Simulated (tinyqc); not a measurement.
Comparisons within one model: Shockley-Read-Hall recombination through one deep level. A value that a table varies takes the place of the one given here.

One level at Et with degeneracy 1: tn = 1/(sn vth Nt), tp = 1/(sp_ vth Nt), n1 = Nc exp((Et - Eg)/kT), p1 = Nv exp(-Et/kT), ni^2 = n1 p1. Equilibrium n0 = Nm, p0 = ni^2/Nm; n = n0 + dn, p = p0 + dn. U = (n p - ni^2)/(tp (n + n1) + tn (p + p1)), lifetime dn/U; emission rates en = sn vth n1, ep = sp_ vth p1.

Constants: kB = 8.617333262e-05 eV/K.

Values chosen for the exercise (gap and densities of states near those of SiC at this temperature; the results hold for these values, not for the real material):

| symbol | value | unit | meaning |
|---|---|---|---|
| E1 | 0.775 | eV | level (+1/0) above Ev |
| E2 | 2.066 | eV | level (0/-1) above Ev |
| gm | 2 |  | degeneracy of the middle state, the others 1 |
| T | 300 | K |  |
| Eg | 3.24 | eV | gap |
| Nc | 1.84e+19 | 1/cm^3 | conduction-band density of states |
| Nv | 3.09e+19 | 1/cm^3 | valence-band density of states |
| Nd | 9.2e+12 | 1/cm^3 | ionised shallow donors minus acceptors |
| Et | 2.066 | eV | recombination level above Ev |
| Nt | 5.4e+13 | 1/cm^3 | defects |
| sn | 1.5e-14 | cm^2 | electron capture cross-section |
| sp_ | 1.4e-14 | cm^2 | hole capture cross-section |
| vth | 22000000 | cm/s | thermal velocity, both carriers |
| Nm | 1.8e+16 | 1/cm^3 | equilibrium electrons for the lifetime steps |
| dn | 6.5e+13 | 1/cm^3 | excess pairs |

## Charge state against the Fermi level (deep level with several charge states)

Energies from Ev. The defect has charge states +1, 0, -1 with weights 1, gm exp((EF - E1)/kT), exp((2 EF - E1 - E2)/kT); the shares are the weights over their sum. Boltzmann carriers: n = Nc exp((EF - Eg)/kT), p = Nv exp(-EF/kT). Neutrality: p - n + Nd + Nt <q> = 0.

Shares:

| EF (eV) | +1 | 0 | -1 | <q> |
|---|---|---|---|---|
| 0.194 | 1.000 | 0.000 | 0.000 | 1.000 |
| 0.454 | 1.000 | 0.000 | 0.000 | 1.000 |
| 0.713 | 0.846 | 0.154 | 0.000 | 0.846 |
| 0.972 | 0.000 | 1.000 | 0.000 | 0.000 |
| 1.231 | 0.000 | 1.000 | 0.000 | 0.000 |
| 1.490 | 0.000 | 1.000 | 0.000 | 0.000 |
| 1.750 | 0.000 | 1.000 | 0.000 | 0.000 |
| 2.009 | 0.000 | 0.948 | 0.052 | -0.052 |
| 2.268 | 0.000 | 0.001 | 0.999 | -0.999 |
| 2.527 | 0.000 | 0.000 | 1.000 | -1.000 |
| 2.786 | 0.000 | 0.000 | 1.000 | -1.000 |
| 3.046 | 0.000 | 0.000 | 1.000 | -1.000 |

Where the levels are several kT apart the middle state rules between about E1 - kT ln gm = 0.757 and E2 + kT ln gm = 2.084 eV; its largest share listed is 1.000. Each step spreads from 10 % to 90 % over 4.4 kT = 0.114 eV.

## Defects against doping (deep level with several charge states)

Nt takes the listed multiples of |Nd|; the resistivity uses mobilities of 1000 (electrons) and 300 (holes) cm^2/(V s), chosen for the exercise, and e = 1.602176634e-19 C.

Neutral state:

| Nt/\|Nd\| | EF (eV) | n (1/cm^3) | p (1/cm^3) | rho (ohm cm) |
|---|---|---|---|---|
| 0.01 | 2.8647 | 9.11e+12 | 2.32e-29 | 685 |
| 0.10 | 2.8622 | 8.28e+12 | 2.55e-29 | 754 |
| 0.30 | 2.8557 | 6.44e+12 | 3.28e-29 | 969 |
| 0.60 | 2.8412 | 3.68e+12 | 5.75e-29 | 1.70e+03 |
| 0.90 | 2.8054 | 9.20e+11 | 2.30e-28 | 6.78e+03 |
| 1.10 | 2.1434 | 6.97 | 3.03e-17 | 8.95e+14 |
| 1.50 | 2.1018 | 1.39 | 1.52e-16 | 4.47e+15 |
| 3.00 | 2.0660 | 0.349 | 6.06e-16 | 1.79e+16 |
| 10.00 | 2.0271 | 0.0775 | 2.73e-15 | 8.05e+16 |

EF goes from 2.865 to 2.027 eV and the resistivity from 685 to 8.05e+16 ohm cm, with a largest value of 8.05e+16 (values above about 1e13 are formal: hopping and surfaces conduct more). The largest move of EF, -0.662 eV, comes between Nt/|Nd| = 0.9 and 1.1; the levels lie at 0.775 and 2.066 eV. A defect can take up to one carrier of either sign, so the doping can be cancelled no earlier than Nt = |Nd|, there only if EF lies well beyond the level that takes the carriers and otherwise at larger Nt (mean charge -0.10 in the last row).

## Lifetime against injection

Recombination:

| dn (1/cm^3) | lifetime (microsecond) | U (1/(cm^3 s)) |
|---|---|---|
| 1.0e+11 | 0.06013 | 1.66e+18 |
| 1.0e+12 | 0.06013 | 1.66e+19 |
| 1.0e+13 | 0.06016 | 1.66e+20 |
| 1.0e+14 | 0.06044 | 1.65e+21 |
| 1.0e+15 | 0.06308 | 1.59e+22 |
| 1.0e+16 | 0.08017 | 1.25e+23 |
| 1.0e+17 | 0.1077 | 9.29e+23 |
| 1.0e+18 | 0.1152 | 8.68e+24 |

The lifetime rises from 0.06013 to 0.1152 microsecond; tn + tp = 0.1162. At low injection it is tp (1 + n1/n0) + tn p1/n0 with n1/Nm = 1.9e-17 and p1/Nm = 3.4e-32: re-emission is negligible, so minority capture alone counts. Auger and radiative paths are left out; they cut in at the highest injections, and in a doped direct-gap crystal the radiative one counts at all injections. dn = dp neglects trapped charge, which matters where the traps hold a charge comparable with dn, at low injection and with very unequal cross sections.

## Where a level does most harm

Et takes the values listed; G = Nt en ep/(en + ep) in a depleted region; the lifetime is for dn = 1e11 1/cm^3.

Results:

| Et (eV) | lifetime (microsecond) | G (1/(cm^3 s)) |
|---|---|---|
| 0.194 | 0.113 | 2.21e-25 |
| 0.454 | 0.0601 | 5.16e-21 |
| 0.713 | 0.0601 | 1.16e-16 |
| 0.972 | 0.0601 | 2.60e-12 |
| 1.231 | 0.0601 | 5.83e-08 |
| 1.490 | 0.0601 | 0.00131 |
| 1.750 | 0.0601 | 0.00205 |
| 2.009 | 0.0601 | 9.15e-08 |
| 2.268 | 0.0601 | 4.08e-12 |
| 2.527 | 0.0601 | 1.82e-16 |
| 2.786 | 0.0601 | 8.09e-21 |
| 3.046 | 0.0940 | 3.47e-25 |

Generation peaks where en = ep, at Eg/2 + (kT/2) ln(sp_ Nv/(sn Nc)) = 1.626 eV; the largest value listed is at 1.750 eV, and G falls by a decade for each 0.060 eV away from the peak. The lifetime is within a factor 2 of its minimum, 0.0601 microsecond, from 0.194 to 3.046 eV: recombination tolerates a wide range of Et, generation a narrow one.

## What moves lifetime and leakage

G = Nt en ep/(en + ep). Each row changes one parameter from the base and keeps the others.

Results:

| case | lifetime (microsecond) | G (1/(cm^3 s)) |
|---|---|---|
| base | 0.06033 | 1.01e-08 |
| Et = 2.106 eV | 0.06033 | 2.15e-09 |
| sn = 3e-14 cm^2 | 0.06023 | 1.01e-08 |
| sp_ = 2.8e-14 cm^2 | 0.03026 | 2.02e-08 |
| Nt = 2.7e+13 1/cm^3 | 0.1207 | 5.04e-09 |
| Nm = 5.4e+16 1/cm^3 | 0.06019 | 1.01e-08 |
| dn = 1.95e+14 1/cm^3 | 0.06073 | 1.01e-08 |

The largest shifts from the base row, up to three for each result and ties (the steps differ in size, so this ranks the rows, not the parameters). lifetime (microsecond): Nt +0.0603, sp_ -0.0301, dn +0.000400; unchanged at the printed digits by Et. G (1/(cm^3 s)): sp_ +1.01e-08, Et -7.94e-09, Nt -5.04e-09; unchanged at the printed digits by sn, Nm and dn.

(tinyqc, `OMP_NUM_THREADS=1 python tinyqc.py 1650597 1650598 out.jsonl`, Intel(R) Xeon(R) Processor @ 2.30GHz, 1 thread, shared host, about 0.01 s.)
